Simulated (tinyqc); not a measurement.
Inside a calculation. Method: sp3 tight binding, zinc-blende lattice. One step of it, computed by the program tinyqc.

Question. Levels at X. Diagonalise the Hermitian matrix.

H(k) at X (eV):
```
                     a s                a px                a py                a pz
a s           -20.650000            0.000000            0.000000            0.000000
a px            0.000000           -8.480000            0.000000            0.000000
a py            0.000000            0.000000           -8.480000            0.000000
a pz            0.000000            0.000000            0.000000           -8.480000
c s             0.000000  0.000000+8.125111i            0.000000            0.000000
c px  0.000000-8.125111i            0.000000            0.000000            0.000000
c py            0.000000            0.000000            0.000000  0.000000-9.415106i
c pz            0.000000            0.000000  0.000000-9.415106i            0.000000

                     c s                c px                c py                c pz
a s             0.000000  0.000000+8.125111i            0.000000            0.000000
a px  0.000000-8.125111i            0.000000            0.000000            0.000000
a py            0.000000            0.000000            0.000000  0.000000+9.415106i
a pz            0.000000            0.000000  0.000000+9.415106i            0.000000
c s           -11.500000            0.000000            0.000000            0.000000
c px            0.000000           -3.700000            0.000000            0.000000
c py            0.000000            0.000000           -3.700000            0.000000
c pz            0.000000            0.000000            0.000000           -3.700000
```

Give: eigenvalues.

Answer.

eigenvalues (eV): -23.9157  -18.2542  -15.8037  -15.8037  -1.7258  -0.4343  3.6237  3.6237
